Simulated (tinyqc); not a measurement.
Solubility, supersaturation, precipitation and gettering of an impurity in a silicon-like host: one step, computed by the program tinyqc. Command: `OMP_NUM_THREADS=1 python tinyqc.py 3025841 3025842 out.jsonl ripen walk`. One thread of a shared host (Intel(R) Xeon(R) Processor @ 2.30GHz), about 0.01 s of CPU time with the checks.

The wafer was saturated at T1 and is then held at T.

Task: Solubility, diffusivity, supersaturation. C_eq(T) = N0 exp(S/k_B - H/(k_B T)); D(T) = D0 exp(-Q/(k_B T)); C0 = C_eq(T1). Supersaturation s = C0/C_eq(T); critical radius r* = 2 gamma/(C_p k_B T ln s); barrier W* = (4 pi/3) gamma r*^2. Strain energy is left out.

Inputs (values chosen for the exercise, for a model impurity):

| quantity | value | unit |
|---|---|---|
| site density N0 | 5e+22 | 1/cm^3 |
| enthalpy of solution H | 1.9 | eV |
| entropy of solution S | 2.7 | k_B |
| diffusion prefactor D0 | 0.00025 | cm^2/s |
| migration energy Q | 1.26 | eV |
| temperature of saturation T1 | 1425 | K |
| anneal temperature T | 1119 | K |
| impurity density in the precipitate C_p | 2.4e+22 | 1/cm^3 |
| interface energy gamma | 0.42 | J/m^2 |

Constants: k_B = 8.617333262e-05 eV/K; k_B = 1.380649e-23 J/K.

Give: C0; C_eq(T); D(T); supersaturation s; critical radius r*; W*/(k_B T).

Result:

C0 = 1.419e+17 1/cm^3

C_eq(T) = 2.062e+15 1/cm^3

D(T) = 5.286e-10 cm^2/s

supersaturation s = 68.80

critical radius r* = 0.5354 nm

W*/(k_B T) = 32.65

Caution: the barrier to homogeneous nucleation is below 35 k_B T for these inputs, so new precipitates would form and outnumber the fixed sinks assumed here.
